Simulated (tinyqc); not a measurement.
# Surface potential of a MOS transistor: implicit equation and explicit approximations: accuracy of the approximations against gate voltage

p-type body, charge-sheet picture, depletion and inversion only, full ionisation (an idealisation for deep acceptors), Boltzmann statistics (rough once Na exp(x - xn) passes about Nc/7). In units of Vt: xg = (Vg - Vfb)/Vt, x = psi/Vt, G = gamma/sqrt(Vt), xn = (2 phiF + Vc)/Vt. The implicit equation is (xg - x)^2 = G^2 [x - 1 + exp(x - xn)] for x above about 3. Cox = eps0 eox/tox.

ni = sqrt(Nc Nv) exp(-Eg/(2 Vt)), Eg in volts; phiF = Vt ln(Na/ni); gamma = sqrt(2 q eps0 eps_r Na)/Cox; VT = Vfb + Vt (xn + G sqrt(xn - 1)). Depletion value a = 1 + [sqrt(G^2/4 + xg - 1) - G/2]^2; inversion value b = xn + ln[(xg - xn)^2/G^2 - xn + 1] and first guess y = min(a, b) - ln(1 + exp(-|a - b|)) if a > xn + 1, else b = y = a; one second-order correction with D = exp(y - xn), p = 2 (xg - y) + G^2 (1 + D), w = (xg - y)^2 - G^2 (y - 1 + D): z = y + 2 w/(p + sqrt(p^2 - 2 (2 - G^2 D) w)), or the Newton step z = y + w/p where the root is not real. N_inv = (Cox Vt G/q) [sqrt(x - 1 + exp(x - xn)) - sqrt(x - 1)] at the root. Lambert form (Cox m Vt/q) W0[(G/(2 m sqrt(xn - 1))) exp((Vg - VT)/(m Vt))], m = 1 + G/(2 sqrt(xn - 1)). Errors under 1e-4 mV, and the linear form below VT, are printed as 0.

Parameters, values chosen for the exercise; band and dielectric values close to those of silicon: temperature T = 300 K; band gap Eg = 1.1 eV; relative permittivity eps_r = 11.7; conduction-band density of states at T Nc = 2.76e19 cm^-3; valence-band density of states at T Nv = 2.64e19 cm^-3; relative permittivity of the gate insulator (close to silicon nitride) eox = 7.32; insulator thickness tox = 16 nm; acceptor density Na = 1.9e18 cm^-3; flat-band voltage Vfb = -0.94 V; channel-body voltage Vc = 0 V.

Constants: q = 1.602176634e-19 C, kB = 1.380649e-23 J/K, Vt = kB T/q, eps0 = 8.8541878128e-14 F/cm where lengths are in cm. Results are converted to the units shown.

Accuracy of the approximations against gate voltage:

| Vg (V) | psi (V) | x - xn | error of y (mV) | error of z (mV) | N_inv (cm^-2) | Cox (Vg - VT)/q (cm^-2) | Lambert form (cm^-2) |
|---|---|---|---|---|---|---|---|
| 1.52 | 0.7694 | -7.480 | 7.76e-3 | 0 | 4.192e7 | 0 | 3.005e7 |
| 1.72 | 0.8642 | -3.812 | 0.295 | 0 | 1.547e9 | 0 | 1.389e9 |
| 1.92 | 0.9535 | -0.3602 | 9.06 | -0.0641 | 4.618e10 | 0 | 4.616e10 |
| 2.12 | 1.003 | 1.562 | 9.49 | -0.209 | 3.000e11 | 5.044e11 | 3.039e11 |
| 2.32 | 1.026 | 2.446 | 9.65 | -0.273 | 6.910e11 | 1.010e12 | 6.998e11 |
| 2.52 | 1.040 | 2.982 | 7.65 | -0.132 | 1.127e12 | 1.516e12 | 1.141e12 |
| 2.72 | 1.050 | 3.366 | 6.32 | -0.0723 | 1.584e12 | 2.021e12 | 1.602e12 |
| 2.92 | 1.058 | 3.667 | 5.41 | -0.0446 | 2.050e12 | 2.527e12 | 2.074e12 |
| 3.12 | 1.064 | 3.915 | 4.75 | -0.0298 | 2.524e12 | 3.033e12 | 2.552e12 |

psi rises from 0.769 to 1.06 V and ends 3.9 Vt above 2 phiF + Vc. Among the rows the first guess is off by at most 9.7 mV (at Vg = 2.32 V) and the corrected value by at most 0.27 mV. In the last row the linear form is 20 % above N_inv and the Lambert form 1.1 % above it; in the first row the Lambert form is 28 % below it. For Vg = 2.12, 2.32, 2.52, 2.72, 2.92, 3.12 the electron quasi-Fermi level lies less than 2 Vt below the band edge at the surface, or above it, where degeneracy and confinement, left out, matter.

Computed by the program tinyqc: `OMP_NUM_THREADS=1 python tinyqc.py 2122136 2122137 out.jsonl`, one thread of a shared Intel Xeon 2.30GHz, about 0.01 s for the whole run.
